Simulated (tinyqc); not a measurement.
Growth mode over temperature: epitaxial growth on a vicinal surface: Burton-Cabrera-Frank step flow, step-edge barrier and island nucleation. Computed by tinyqc, a small Python program. Command: `OMP_NUM_THREADS=1 python tinyqc.py 3030186 3030187 out.jsonl stepflow walk`. One thread of a shared host (Intel(R) Xeon(R) Processor @ 2.30GHz), about 0.01 s of CPU time with the checks.

Adatoms land at rate F, hop on a square grid (a simplification for hexagonal faces), desorb, or join steps. Lengths are in units of a and n is the adatom coverage. Steps ascend at x = 0 and descend at x = l.

Inputs (values chosen for the exercise, close to those used for Si(111)): site spacing a = 3.84 angstrom; step height h = 3.14 angstrom; diffusion barrier E_d = 1.12 eV; desorption energy E_a = 3.14 eV; adatom formation energy E_f = 1.12 eV; step-edge barrier E_s = 0 eV; attempt frequency nu = 5 THz; deposition rate F = 3.8 layers/s; miscut angle = 0.1 degrees; temperature T = 940 C; critical nucleus size i = 2; binding energy of the critical nucleus E_i = 0.76 eV.

Constants: k_B = 8.617333262e-05 eV/K.

Method:
- D = nu exp(-E_d/(k_B T)) (a^2/s, nu counted per direction); tau = exp(E_a/(k_B T))/nu; x_s = sqrt(D tau); n_eq = exp(-E_f/(k_B T)); terrace width l = h/(a tan(miscut)); Schwoebel length l_s = exp(E_s/(k_B T)) - 1.
- D n'' - n/tau + F = 0 with n(0) = n_eq and -l_s n'(l) = n(l) - n_eq. With u = n - F tau, A = n_eq - F tau, y = l/x_s, s = l_s/x_s: u = A cosh(x/x_s) + B sinh(x/x_s), B = A (1 - cosh y - s sinh y)/(sinh y + s cosh y). Flux into the ascending step J+ = D B/x_s, over the descending one J- = -(D/x_s)(A sinh y + B cosh y); step velocity J+ + J-; growth rate (J+ + J-)/l. For small y: J+ + J- = (F - n_eq/tau) l, J-/J+ = l/(l + 2 l_s).
- Island density on a flat surface without desorption: N = 0.25 (F/D)^(i/(i+2)) exp(E_i/((i+2) k_B T)) per site, with E_i = 0 for i = 1; spacing l_n = N^(-1/2). Step flow needs an effective width l_eff = 2 x(peak) below l_n.
- Temperatures in kelvin are T(C) + 273.15.
- x(peak) solves tanh(x/x_s) = -B/A. Rows where evaporation outweighs deposition are left out.

Scales:
```
T (C)     x_s (a)  l_s (a)  incorporated share  l_n (a)  l_eff/l_n
740    1.0571e+05        0             1.00000   29.204     16.043
790    6.1351e+04        0             1.00000   35.741     13.108
840    3.7391e+04        0             0.99999   42.955     10.907
890    2.3779e+04        0             0.99997   50.816      9.220
940    1.5698e+04        0             0.99992   59.288      7.902
990    1.0709e+04        0             0.99983   68.333      6.856
1040   7.5216e+03        0             0.99962   77.912      6.013
1090   5.4216e+03        0             0.99914   87.982      5.325
1140   3.9995e+03        0             0.99801   98.503      4.756
```

The ratio stays above 1: islands in every row. Incorporation goes from 100.0 % to 99.8 %.

Extremes, crossings and ranges named in words are read from the listed rows.
